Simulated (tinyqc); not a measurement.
What moves the results: thin-film optics by transfer matrices. A value that a table varies takes the place of the one given here.

Indices N = n + i k. Snell: N0 sin(theta) = N_j sin(theta_j), with Im(N_j cos theta_j) >= 0. Admittance y_j = N_j cos theta_j for s and N_j/cos theta_j for p. Phase delta_j = 2 pi N_j cos theta_j d_j/lambda. Layer matrix [[cos delta, -i sin delta/y], [-i y sin delta, cos delta]], multiplied from the top down to M. (B, C) = M (1, y_sub); r = (y0 B - C)/(y0 B + C), R = |r|^2, T = 4 Re y0 Re y_sub/|y0 B + C|^2, absorbed in the films 1 - R - T.

Ellipsometry: rho = tan(Psi) exp(i Delta) = -conj(r_p/r_s) with the r of the admittance formula, Delta in 0 to 360 degrees, so that a bare dielectric at small angles gives Delta = 180.

Inputs chosen for the exercise (indices near those of resist on W; the results hold for these values, not for the real material): lam = 633 nm (vacuum wavelength); n0 = 1 (ambient index); n = (1.648, 3.645) (n of resist, substrate); k = (0, 2.895) (k in the same order); d = (259) nm (thicknesses, top first); theta = 75 degrees (angle of incidence); pol = s (polarisation).

## Swing curve: thickness of the top film

The first entry of d takes the values listed.

Stack:

| d_1 (nm) | R | T | absorbed |
|---|---|---|---|
| 259.0 | 0.8129 | 0.1871 | 0.0000 |
| 298.5 | 0.6138 | 0.3862 | 0.0000 |
| 338.0 | 0.0120 | 0.9880 | 0.0000 |
| 377.5 | 0.5432 | 0.4568 | 0.0000 |
| 417.0 | 0.7977 | 0.2023 | 0.0000 |
| 456.5 | 0.8467 | 0.1533 | 0.0000 |
| 496.0 | 0.8130 | 0.1870 | 0.0000 |
| 535.5 | 0.6142 | 0.3858 | 0.0000 |
| 575.0 | 0.0122 | 0.9878 | 0.0000 |
| 614.6 | 0.5440 | 0.4560 | 0.0000 |
| 654.1 | 0.7979 | 0.2021 | 0.0000 |
| 693.6 | 0.8467 | 0.1533 | 0.0000 |
| 733.1 | 0.8128 | 0.1872 | 0.0000 |

What can be read from the table?

R swings between 0.0120 and 0.8467 on these points. The period is lambda/(2 Re(N_1 cos theta_1)) = 237.0 nm, six rows. The film does not absorb, so the swing repeats exactly. The swing ratio (max - min)/mean is 1.35.

## Angle of incidence

Both polarisations.

Stack:

| theta (degrees) | R_s | R_p | Psi | Delta |
|---|---|---|---|---|
| 0 | 0.1918 | 0.1918 | 45.00 | 180.00 |
| 15 | 0.2088 | 0.2068 | 44.86 | 176.49 |
| 30 | 0.2793 | 0.2476 | 43.28 | 164.81 |
| 45 | 0.4289 | 0.2861 | 39.24 | 146.34 |
| 55 | 0.5581 | 0.2883 | 35.71 | 131.38 |
| 60 | 0.6241 | 0.2799 | 33.81 | 122.56 |
| 65 | 0.6887 | 0.2669 | 31.90 | 111.93 |
| 70 | 0.7515 | 0.2550 | 30.22 | 98.18 |
| 75 | 0.8129 | 0.2589 | 29.44 | 79.58 |
| 80 | 0.8738 | 0.3142 | 30.95 | 55.34 |
| 85 | 0.9356 | 0.5048 | 36.30 | 27.74 |

How do the results move?

R_s and R_p agree at normal incidence (0.1918). R_p is lowest at 0 degrees of those listed (0.1918), where R_s = 0.1918: the two agree there by symmetry, and no oblique row falls below it. R_s rises steadily with the angle.

## Sensitivity of the reflectance

R for both polarisations. Each row changes one parameter from the base and keeps the others.

Results:

| case | R_s | R_p | T_s |
|---|---|---|---|
| base | 0.8129 | 0.2589 | 0.1871 |
| d = (264) nm | 0.8012 | 0.2903 | 0.1988 |
| n = (1.681, 3.645) | 0.7925 | 0.3043 | 0.2075 |
| k = (0, 3.195) | 0.8262 | 0.2871 | 0.1738 |
| lam = 638 nm | 0.8170 | 0.2458 | 0.1830 |
| theta = 80 degrees | 0.8738 | 0.3142 | 0.1262 |

How do the results move?

The largest shifts from the base row, up to three for each result and ties (the steps differ in size, so this ranks the rows, not the parameters). R_s: theta +0.0609, n -0.0204, k +0.0134. R_p: theta +0.0553, n +0.0454, d +0.0314. T_s: theta -0.0609, n +0.0204, k -0.0134.

(tinyqc, `OMP_NUM_THREADS=1 python tinyqc.py 1682646 1682647 out.jsonl`, Intel(R) Xeon(R) Processor @ 2.30GHz, 1 thread, shared host, about 0.02 s.)
